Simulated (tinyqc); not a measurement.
RKS/B3LYP (VWN-RPA form) in the sto-3g basis, for H3-, spin multiplicity 1, step by step. The basis has no diffuse functions, so it cannot describe the extra electron: this is an exercise in the method, not the real anion. One step of it, computed by the program tinyqc.

Question. Iteration 1: building the Kohn-Sham matrix. J_ij = sum D_kl (ij|kl), K_ij = sum D_kl (ik|jl); F = H + J - 0.1 K + V_xc; E = tr D H + tr D J / 2 - 0.05 tr D K + E_xc + E_nn.

D at the start, lower triangle:
```
,1H 1s,2H 1s,3H 1s
1H 1s,1.289477
2H 1s,0.090971,1.289477
3H 1s,0.090979,0.090979,1.289470
```

core Hamiltonian H = T + V (hartree), lower triangle:
```
,1H 1s,2H 1s,3H 1s
1H 1s,-1.149778
2H 1s,-0.392691,-1.149778
3H 1s,-0.392761,-0.392761,-1.149805
```

Two-electron integrals (ij|kl) in chemists' order, unique and non-zero (hartree):
```
i,j,k,l,(ij|kl)
1,1,1,1,0.774606
2,1,1,1,0.127627
2,1,2,1,0.032654
2,2,1,1,0.336885
2,2,2,1,0.127627
2,2,2,2,0.774606
3,1,1,1,0.127655
3,1,2,1,0.027390
3,1,2,2,0.088348
3,1,3,1,0.032666
3,2,1,1,0.088348
3,2,2,1,0.027390
3,2,2,2,0.127655
3,2,3,1,0.027394
3,2,3,2,0.032666
3,3,1,1,0.336909
3,3,2,1,0.088337
3,3,2,2,0.336909
3,3,3,1,0.127655
3,3,3,2,0.127655
3,3,3,3,0.774606
```

nuclear repulsion = 1.02824913 hartree

V_xc (hartree), lower triangle:
```
,1H 1s,2H 1s,3H 1s
1H 1s,-0.387031
2H 1s,-0.077706,-0.387031
3H 1s,-0.077701,-0.077701,-0.387059
```

E_xc = sum of w rho eps_xc = -1.20663664 hartree

Give: Coulomb J; exchange K; Kohn-Sham matrix F; total energy of this density.

Answer.

Coulomb J (hartree), lower triangle:
```
,1H 1s,2H 1s,3H 1s
1H 1s,1.9302
2H 1s,0.4590,1.9302
3H 1s,0.4590,0.4590,1.9302
```

exchange K (hartree), lower triangle:
```
,1H 1s,2H 1s,3H 1s
1H 1s,1.1345
2H 1s,0.4191,1.1345
3H 1s,0.4192,0.4192,1.1345
```

Kohn-Sham matrix F (hartree), lower triangle:
```
,1H 1s,2H 1s,3H 1s
1H 1s,0.2799
2H 1s,-0.0533,0.2799
3H 1s,-0.0533,-0.0533,0.2799
```

total energy of this density = -1.212793 hartree

This density is the starting one; it is not idempotent, so its energy is not variational and may lie below the converged one.
